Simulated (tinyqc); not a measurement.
Comparisons within one model: special k points of the bcc lattice. A value that a table varies takes the place of the one given here.

Lattice vectors in units of a: a1 = (-1/2, 1/2, 1/2), a2 = (1/2, -1/2, 1/2), a3 = (1/2, 1/2, -1/2); reciprocal vectors b_i with a_i . b_j = 2 pi delta_ij. Mesh: k = sum_i f_i b_i with f_i = (2 j_i + shift)/(2 N), j_i = 0 .. N-1. The point group of the lattice has 48 operations; only those that map the mesh onto itself are used.

A_m(k) = sum over the m-th star of lattice vectors R of cos(k . R), stars in order of length: m = 1: |R|^2 = 0.75, 8 vectors, such as (1, 1, 1) in the basis a_i; m = 2: |R|^2 = 1, 6 vectors, such as (1, 1, 0) in the basis a_i; m = 3: |R|^2 = 2, 12 vectors, such as (2, 1, 1) in the basis a_i; m = 4: |R|^2 = 2.75, 24 vectors, such as (2, 2, 1) in the basis a_i; m = 5: |R|^2 = 3, 8 vectors, such as (2, 2, 2) in the basis a_i; m = 6: |R|^2 = 4, 6 vectors, such as (2, 2, 0) in the basis a_i. The zone mean of every A_m is zero.

Test function, the lower band of a two-band insulator: E(k) = -sqrt(D^2 + (e0 - t A_1(k))^2).

Inputs chosen for the exercise: D = 1.96 eV (half gap term); t = 0.47 eV (coupling); e0 = 2.16 eV (offset); N = 4 (points along each reciprocal vector); shift = 1 (half steps).

## Mesh size and shift

Errors of the mean of E against the unshifted mesh with N = 24. The fifth column is |R|^2 of the shortest star with a non-zero mean.

Meshes:
```
mesh       points  irreducible  operations  |R|^2 missed  error (meV)
1 Gamma         1            1          48          0.75      552.719
1 shifted       1            1          48          0.75    -3153.167
2 Gamma         8            3          48          3.00     -200.446
2 shifted       8            2          48          3.00      166.147
3 Gamma        27            4          48          6.75       -6.642
3 shifted      27            4          48          6.75       15.040
4 Gamma        64            8          48         12.00        0.918
4 shifted      64            6          48         12.00       -1.456
5 Gamma       125           10          48         18.75       -0.016
5 shifted     125           10          48         18.75       -0.129
6 Gamma       216           16          48           >24       -0.018
6 shifted     216           14          48           >24        0.066
```

reference mean = -3.08286 eV

The shifted mesh has the smaller error for 1 of 6 values of N and the larger for 5. The cheapest mesh within 1 meV is 4 Gamma, with 8 irreducible points. A mesh misses the lattice vectors N (n1 a1 + n2 a2 + ...); the half shift gives each the sign (-1)^(n1 + n2 + ...), so the 8 shortest ones add up to -8 in place of 8: their term only changes sign. The shift keeps the full symmetry; it leaves fewer irreducible points for N = 2, 4 and 6.

## Gap and mesh density

D takes the values listed; errors against the unshifted mesh with N = 30, for unshifted meshes.

Errors (meV):
```
D (eV)  reference (eV)     N = 2   N = 4   N = 6  N = 8
0.2            -2.2555  -313.416  26.814  -5.881  1.263
0.4            -2.2955  -299.915  19.932  -3.123  0.434
0.8            -2.4291  -268.788   9.027  -0.700  0.027
1.5            -2.7874  -222.491   2.112  -0.051  0.001
2.5            -3.4714  -180.824   0.433  -0.009  0.000
4.0            -4.6961  -144.991   0.151  -0.002  0.000
```

The first listed N from which the error stays below 0.5 meV is none for D = 0.2, 8 for D = 0.4, 8 for D = 0.8, 6 for D = 1.5, 4 for D = 2.5, 4 for D = 4 eV. A larger D makes the function smoother, so its Fourier coefficients fall faster with |R|.

## One point for the whole zone

The mean-value (Baldereschi) point is taken at k = (2 pi/a) (0.1667, 0.1667, 0.5), that is f = (0.25, 0.25, -0.0833); the reference is the mesh with N = 24.

Single points:
```
point                    A_1     A_2     A_3     A_4   E (eV)
Gamma                  8.000   6.000  12.000  24.000  -2.5301
mean-value point       0.000   0.000  -3.000   0.000  -2.9167
zone-face centre b1/2  0.000  -2.000  -4.000   0.000  -2.9167
```

reference mean = -3.0829 eV

The mean-value point makes A_1, A_2 and A_4 vanish. Its error is +166 meV, against +553 meV at Gamma and +166 meV at b1/2. E is not linear in A_1; its powers hold sums of nearest vectors and a non-zero mean, so this point is not exact. A_1 has the same value at b1/2, and E depends on A_1 alone, so this test cannot tell the two points apart.

## What moves the zone average

Mean of E over the mesh, and its error against the unshifted mesh with N = 24. Each row changes one parameter from the base and keeps the others.

Results:
```
case          mean (eV)  error (meV)  irreducible points
base            -3.0843        -1.46                   6
N = 5           -3.0830        -0.13                  10
shift = 0       -3.0819         0.92                   8
D = 1.372 eV    -2.7151        -2.61                   6
t = 0.611 eV    -3.2138        -5.04                   6
```

The largest shifts from the base row, up to three for each result and ties (the steps differ in size, so this ranks the rows, not the parameters). mean (eV): D +0.3692, t -0.1295, shift +0.0024. error (meV): t -3.59, shift +2.37, N +1.33. irreducible points: N +4, shift +2; unchanged at the printed digits by D and t.

Program tinyqc; command `OMP_NUM_THREADS=1 python tinyqc.py 1651443 1651444 out.jsonl`; about 0.2 s on one thread of a shared Intel(R) Xeon(R) Processor @ 2.30GHz.
